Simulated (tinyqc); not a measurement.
What each parameter does: Wannier function of the lower band of a two-orbital chain.

H(k) = [[-d/2 - 2 ta cos k, -t1 - t2 exp(-ik)], [-t1 - t2 exp(ik), d/2 - 2 tb cos k]], k in 1/a, Bloch sums with exp(ikR) and without the positions inside the cell. Mesh k_j = 2 pi j/N. Projection gauge: each lower eigenvector u is multiplied by the phase that makes <trial|u> real and positive (the one-band case of Loewdin orthogonalisation). Wannier amplitudes w(R) = (1/N) sum_k exp(ikR) u(k); hoppings H(R) = (1/N) sum_k exp(-ikR) E(k).

Parameters, chosen for this exercise:

| symbol | value | unit | meaning |
|---|---|---|---|
| d | -0.52 | eV | A at -d/2, B at +d/2 |
| t1 | 1.29 | eV | A-B in the cell |
| t2 | 0.46 | eV | B to A of the next cell |
| ta | 0.17 | eV | A-A between cells |
| tb | -0.07 | eV | B-B between cells |
| xb | 0.44 | a | position of B (A at 0) |
| th | 20 | degrees | trial orbital cos(th) A + sin(th) B in cell 0 |

N = 24: centre (folded into [0, 1)) and Omega_I from overlaps M_j = u_j^+ diag(1, exp(-i b xb)) u_(j+1), b = 2 pi/N: centre = -(1/2 pi) Im ln prod M_j, Omega_I = mean(1 - |M_j|^2)/b^2; and the first two hoppings H(R).

Results for these values:

| case | centre (a) | Omega_I (a^2) | H(1) (eV) | H(2) (eV) |
|---|---|---|---|---|
| base | 0.2922 | 0.0634 | -0.2440 | 0.0086 |

What happens to each result for xb = 0.49 a, all else kept?

Answer: centre rises from 0.2922 to 0.3228; Omega_I rises from 0.0634 to 0.0734; H(1) does not change at the printed digits; H(2) does not change at the printed digits.

The same for each parameter in turn:

| case | centre (a) | Omega_I (a^2) | H(1) (eV) | H(2) (eV) |
|---|---|---|---|---|
| base | 0.2922 | 0.0634 | -0.2440 | 0.0086 |
| d = -0.22 eV | 0.2667 | 0.0672 | -0.2616 | 0.0115 |
| t1 = 1.44 eV | 0.2820 | 0.0608 | -0.2488 | 0.0084 |
| t2 = 0.36 eV | 0.2839 | 0.0578 | -0.1982 | 0.0028 |
| ta = 0.27 eV | 0.2989 | 0.0654 | -0.2817 | 0.0015 |
| xb = 0.49 a | 0.3228 | 0.0734 | -0.2440 | 0.0086 |
| th = 30 degrees | 0.2922 | 0.0634 | -0.2440 | 0.0086 |

The trial angle is a choice of gauge and moves none of these; xb enters the position operator alone, so it leaves the hoppings.

Run: tinyqc, `OMP_NUM_THREADS=1 python tinyqc.py 1482813 1482814 out.jsonl`; Intel(R) Xeon(R) Processor @ 2.30GHz, one thread, shared host; about 0.1 s of CPU time with all checks.
